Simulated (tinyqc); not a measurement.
Grain-boundary trapping model (Seto) of a polycrystalline semiconductor film. Changing the temperature T. Computed by tinyqc, a small Python program. Command: `OMP_NUM_THREADS=1 python tinyqc.py 3029658 3029659 out.jsonl poly sweep`. One thread of a shared host (Intel(R) Xeon(R) Processor @ 2.30GHz), about 0.01 s of CPU time with the checks.

Grains of equal size L are joined by thin boundaries with one trap level. Trapped carriers deplete a width W on each side and raise a barrier, crossed by thermionic emission. Dopants are fully ionised, statistics are non-degenerate and mu_g does not depend on T.

Inputs (values chosen for the exercise, modelled on polycrystalline SiGe):
```
quantity                                     value        unit
permittivity eps                              13.5           -
effective mass m                              0.32         m_0
effective density of states at 300 K, N_c  1.5e+19      1/cm^3
grain size L                                    50          nm
trap density Q_t                           5.5e+11      1/cm^2
trap level E_t below the band edge            0.26          eV
doping N                                   2.5e+17      1/cm^3
mobility inside the grains mu_g                180  cm^2/(V s)
```

Grain interior: resistance included.

Constants: k_B = 8.617333262e-05 eV/K; e = 1.602176634e-19 C; eps_0 = 8.8541878128e-12 F/m; m_0 = 9.1093837015e-31 kg; k_B = 1.380649e-23 J/K.

Method:
- N_c(T) = N_c (T/300 K)^(3/2). Filled traps Q = Q_t/(1 + (1/2) exp((E_t* - E_F)/k_B T)), where E_t* = e V_B - E_t and E_F are counted from the band edge at the grain centre. Partial depletion: Q = 2 N W, V_B = e N W^2/(2 eps eps_0), E_F = k_B T ln(N/N_c); solve for W. If that W would exceed L/2 the grain is fully depleted: W = L/2, Q = N L, and E_F follows from the trap equation. Centre density n_0 = N_c exp(E_F/k_B T).
- Boundary: sigma_b = L e^2 n_0 exp(-e V_B/k_B T)/sqrt(2 pi m k_B T); drift through the grain, depleted parts included: rho_g = [(1 - 2W/L) + (2W/L) int_0^1 exp(y^2 s^2) ds]/(e n_0 mu_g); rho = 1/sigma_b + rho_g. Mean carrier density n_av = n_0 [(1 - 2W/L) + (2W/L) (sqrt(pi)/2) erf(y)/y], y = sqrt(e V_B/k_B T); effective mobility 1/(e n_av rho).
- E_a = d ln(rho)/d(1/k_B T) from T - 5 K and T + 5 K; temperature coefficient d ln(rho)/dT.

One run for each value; columns: (1) temperature T (K); (2) resistivity rho (ohm cm); (3) effective mobility (cm^2/(V s)); (4) activation energy E_a (eV); (5) mean carrier density (1/cm^3):
```
(1)     (2)    (3)      (4)        (5)
200  0.2460  116.1  0.00697  2.186e+17
236  0.2320  121.1  0.00622  2.222e+17
271  0.2234  124.1  0.00574  2.251e+17
307  0.2172  126.3  0.00562  2.275e+17
343  0.2122  127.9  0.00611  2.299e+17
379  0.2077  129.4  0.00738  2.322e+17
414  0.2034  130.8  0.00916  2.347e+17
450  0.1988  132.2  0.01099  2.374e+17
```

Over the rows, resistivity rho (ohm cm) falls from 0.246 to 0.199 (exponent d ln y / d ln x -0.35 between the first rows and -0.27 between the last); effective mobility (cm^2/(V s)) rises from 116 to 132 (exponent d ln y / d ln x 0.25 between the first rows and 0.13 between the last); activation energy E_a (eV) goes from 0.00697 through a minimum among these rows, 0.00562 at 307, to 0.0110.

Caution (all rows): e V_B is below 2 k_B T, where the depletion approximation fails and the mean density does not balance the trapped charge.

Extremes, crossings and ranges named in words are read from the listed rows.
